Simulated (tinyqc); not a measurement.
# From d weight of 1S(3/2) back to Luttinger gamma_2

Model: shallow acceptor in the spherical model (Baldereschi-Lipari), strong spin-orbit limit. Computed by tinyqc, a small Python program. Command: `OMP_NUM_THREADS=1 python tinyqc.py 3010339 3010340 out.jsonl acceptor inv`. One thread of a shared host (Intel(R) Xeon(R) Processor @ 2.30GHz), about 0.05 s of CPU time with the checks.

The 1S(3/2) state has an s envelope f(r) and a d envelope g(r). In effective units they obey -(f'' + 2f'/r + 2f/r) + mu (g'' + 5g'/r + 3g/r^2) = E f and -(g'' + 2g'/r - 6g/r^2 + 2g/r) + mu (f'' - f'/r) = E g. The cubic term, the split-off band and the central cell are left out.

Inputs (values chosen for the exercise, modelled on germanium): Luttinger gamma_1 = 13.6; Luttinger gamma_3 = 5.76; dielectric constant eps = 15.2.

Constants: Ry = 13.605693123 eV; a_0 = 0.529177210903 angstrom.

Method:
- Ry* = Ry/(gamma_1 eps^2), a* = a_0 eps gamma_1, mu = (6 gamma_3 + 4 gamma_2)/(5 gamma_1), delta = (gamma_3 - gamma_2)/gamma_1; spherical masses 1/(gamma_1 (1 - mu)) (heavy) and 1/(gamma_1 (1 + mu)) (light).
- Basis: f_i = exp(-zeta_i r), g_i = r exp(-zeta_i r), weight r^2 dr, s = zeta_i + zeta_j. S_ff = 2/s^3, H_ff = zeta_i zeta_j S_ff - 2/s^2; S_gg = 24/s^5, H_gg = 8/s^3 + 24 zeta_i zeta_j/s^5 - 12/s^4; H(f_i, g_j) = mu (6 zeta_i^2/s^4 + 2 zeta_i/s^3); S_fg = 0. Each function is normalised by sqrt(S_ii).
- Large basis: zeta_i = 0.08 x 1.55^(i-1), i = 1..20 in each channel; overlap eigenvalues below 1e-11 are dropped.
- Binding energies are -E Ry*; the mass that fits is E(1S) eps^2/Ry.

Problem. A run gave the result below. Find the Luttinger gamma_2, known to lie between 2.4 and 6.2.

d weight of 1S(3/2) = 0.2885823

Solution.

Each step takes the trial c = (a f_b - b f_a)/(f_b - f_a), f being the result less the target and a, b, c the logarithms of the listed values; c replaces end b, the old b replaces a if the sign of f changed, and otherwise f_a is halved.

Scan of the range:
```
Luttinger gamma_2  d weight of 1S(3/2)
2.40                          0.190066
2.81                          0.205438
3.29                          0.224347
3.86                          0.248122
4.52                          0.277518
5.29                          0.314491
6.20                          0.362217
```

False position (Illinois rule, in the logarithm of the input) inside the bracket:
```
step    end a    end b    trial  d weight of 1S(3/2)
1     4.52000  5.29000  4.73787             0.287679
2     5.29000  4.73787  4.75550             0.288511
3     5.29000  4.75550  4.75826             0.288642
4     4.75550  4.75826  4.75700             0.288582
5     4.75826  4.75700  4.75700             0.288582
```

d weight of 1S(3/2) rises at every point of a 13-point scan of the range (every second point is shown), so one value fits; it is bracketed by 4.52 and 5.29. Answer: Luttinger gamma_2 = 4.757.
